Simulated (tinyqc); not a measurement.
Inside a calculation: strained quantum well: band edges, subbands and transparency. Values are carried at full precision from step to step, so a last printed digit may differ when a step is redone from the rounded ones.

Growth on (001), barriers unstrained: tr(e) = e (2 - nu2), Z = b e (1 + nu2); Ec = Ev + Eg + ac tr(e), E_HH = Ev + av tr(e) + Z, E_LH = Ev + av tr(e) - Z (coupling to the split-off band left out).

Constants: hbar^2/2m0 = 3.80998211 eV angstrom^2; hc = 1239.841984 eV nm; kB = 8.617333262e-05 eV/K.

Inputs chosen for the exercise (near those of a GaAsP/AlGaAs well; the results hold for these values, not for the real material): e = 0.0029 (strain in the plane); nu2 = 0.923 (2 C12/C11); Eg = 1.522 eV (unstrained gap of the well); Ev = -0.838 eV (its valence edge); ac = -7.25 eV; av = 1.2 eV (Ev moves by av tr(e)); b = -1.97 eV (shear potential); Egb = 1.922 eV (gap of the barrier); Evb = -1 eV (its valence edge); L = 88 angstrom (well width); me = 0.072 m0 (electron mass); g1 = 6.75 (gamma1); g2 = 1.93 (gamma2); meb = 0.1 m0; g1b = 5.7; g2b = 1.6; T = 300 K (temperature); Br = 1.5 x 1e-4 cm^2/s (two-dimensional radiative coefficient).

## Strained band edges and offsets

Give tr(e), Z, the edges Ec, E_HH, E_LH and the well depths against the barrier.

tr(e) = 0.00312
Z = -0.0110 eV

Ec, E_HH, E_LH (eV): 0.6614  -0.8452  -0.8233

depths for e, HH, LH (eV): 0.2606  0.1548  0.1767

The well is under tension, which puts LH on top, by 22 meV; the gap becomes 1.4846 eV, -37 meV from the unstrained one.

## Subband edges

Masses along z: me, 1/(g1 - 2 g2) for HH, 1/(g1 + 2 g2) for LH, likewise in the barrier; in the plane me, 1/(g1 + g2) for HH and 1/(g1 - g2) for LH (no mixing, which understates the hole masses away from k = 0). Level n solves k L + 2 atan[(k/m)/(kappa/mb)] = n pi, k = sqrt(m E/c), kappa = sqrt(mb (V - E)/c), c = hbar^2/2m0.

Up to three electron, four HH and two LH levels, on the common energy scale, with their masses in the plane.

Subbands:
```
level   E (eV)  m in the plane
e1      0.6966          0.0720
e2      0.7992          0.0720
lh1    -0.8502          0.2075
hh1    -0.8549          0.1152
hh2    -0.8834          0.1152
lh2    -0.9268          0.2075
hh3    -0.9294          0.1152
hh4    -0.9868          0.1152
```

lowest transition = 1.5468 eV
wavelength hc/E = 801.5 nm

The top hole level is lh1, so the edge is mainly TM polarised; hh1 lies 5 meV lower, within kT at room temperature, so both polarisations contribute.

## Transparency density

Transparency (Bernard-Duraffourg): Fc - Fv equals the lowest transition energy with n = p, n = sum m/(2 pi c) kB T ln(1 + exp((Fc - E)/kB T)) and p likewise over the listed subbands; c = hbar^2/2m0, 1/angstrom^2 = 1e16/cm^2.

Solve for u = (Fc - e1)/kB T; give n_tr, the share of holes in the top subband and the current e Br n_tr^2 (e = 1.602177e-19 C).

u = 1.098
n_tr = 1.121 x 1e12/cm^2
share = 0.575
current density = 30.2 A/cm^2

For mirror-image bands u = 0 and n_tr = me kB T ln2/(2 pi c) = 0.539 x 1e12/cm^2; the heavier or more numerous hole states raise it by a factor 2.08.

## Checks

- Transparency for equal single subbands against m kB T ln2/(2 pi c): both 0.3743.

Run: tinyqc, `OMP_NUM_THREADS=1 python tinyqc.py 1251208 1251209 out.jsonl`; Intel(R) Xeon(R) Processor @ 2.30GHz, one thread, shared host; about 0.01 s of CPU time with all checks.
